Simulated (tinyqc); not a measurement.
Conductance against temperature: thermal boundary conductance by the acoustic and diffuse mismatch models. Computed by tinyqc, a small Python program. Command: `OMP_NUM_THREADS=1 python tinyqc.py 3028185 3028186 out.jsonl kapitza walk`. One thread of a shared host (Intel(R) Xeon(R) Processor @ 2.30GHz), about 0.01 s of CPU time with the checks.

Each side has one longitudinal and two transverse Debye branches, omega = v q up to q_D = (6 pi^2 n)^(1/3), with n counting all atoms. Scattering at the interface is elastic. Electrons are left out of G, also for metals. Melting is ignored. G refers to the temperatures of the phonons sent towards the interface. Linear branches over all atoms overstate G at high T, most for crystals with several atoms a cell.

Inputs (values chosen for the exercise, modelled on aluminium (side 1) and gallium nitride (side 2)):

| quantity | value | unit |
|---|---|---|
| density rho_1 | 2.77 | g/cm^3 |
| longitudinal velocity vL_1 | 6230 | m/s |
| transverse velocity vT_1 | 2960 | m/s |
| atom density n_1 | 61.7 | 1/nm^3 |
| density rho_2 | 6.28 | g/cm^3 |
| longitudinal velocity vL_2 | 7830 | m/s |
| transverse velocity vT_2 | 4130 | m/s |
| atom density n_2 | 88.4 | 1/nm^3 |

Structure: superlattice.

Constants: hbar = 1.054571817e-34 J s; k_B = 1.380649e-23 J/K.

Method:
- omega_c = v q_D for each branch, given as hbar omega_c/k_B; impedance Z = rho v.
- No mode conversion. t(theta) = 4 Z_1 Z_2 cos(theta_1) cos(theta_2)/N^2, with N = Z_2 cos(theta_1) + Z_1 cos(theta_2) for L (the form for pressure waves) and N = Z_1 cos(theta_1) + Z_2 cos(theta_2) for both T branches (the form for shear waves polarised along the interface); sin(theta_2) = (v_2/v_1) sin(theta_1), and t = 0 beyond the critical angle arcsin(v_1/v_2); the mean over the incoming flux is alpha = 2 int t sin(theta_1) cos(theta_1) d theta_1 (64 Gauss-Legendre points).
- G = (k_B^4 T^3/(8 pi^2 hbar^3)) int W(x) x^4 e^x/(e^x - 1)^2 dx, x = hbar omega/(k_B T). Acoustic mismatch: W = sum over the three branches of alpha(1 to 2)/v_1^2, each up to the lower of its two cut-offs. Diffuse mismatch: W = S_1 S_2/(S_1 + S_2), where S_i sums 1/v^2 over the branches of side i still below their cut-off. Radiation limit: W = min(S_1, S_2). The integral is split at the four cut-offs (64 Gauss-Legendre points a piece, x at most 45).

Branches:

| branch | v (m/s) | cut-off (K) | Z (1e6 kg/(m^2 s)) |
|---|---|---|---|
| L, side 1 | 6230 | 732.93 | 17.2571 |
| T, side 1 | 2960 | 348.23 | 8.1992 |
| L, side 2 | 7830 | 1038.46 | 49.1724 |
| T, side 2 | 4130 | 547.74 | 25.9364 |

Transmission:

| branch | t at normal incidence | largest angle from side 1 (deg) | alpha, 1 to 2 | alpha, 2 to 1 |
|---|---|---|---|---|
| L | 0.769179 | 52.7174 | 0.420301 | 0.663907 |
| T | 0.730005 | 45.7833 | 0.423664 | 0.824780 |

G (MW/(m^2 K)):

| T (K) | acoustic mismatch | diffuse mismatch | radiation limit |
|---|---|---|---|
| 2 | 0.0087687 | 0.0071380 | 0.010891 |
| 5 | 0.13701 | 0.11153 | 0.17017 |
| 10 | 1.0961 | 0.89225 | 1.3614 |
| 20 | 8.7677 | 7.1373 | 10.890 |
| 40 | 66.317 | 54.475 | 82.842 |
| 80 | 295.42 | 264.49 | 391.20 |
| 150 | 627.14 | 617.78 | 895.64 |
| 300 | 920.94 | 941.66 | 1364.4 |
| 600 | 1043.4 | 1075.5 | 1560.9 |
| 1000 | 1073.9 | 1108.6 | 1609.8 |

What follows from these numbers?

All three follow T^3 at the cold end (exponent 3.00 for the diffuse model) and flatten at high T (exponent 0.06 at the hot end); the lowest cut-off is 348 K. The ratio of diffuse to acoustic goes from 0.81 to 1.03. The plateau is set by the frequencies that both sides share.

Extremes, crossings and ranges named in words are read from the listed rows.
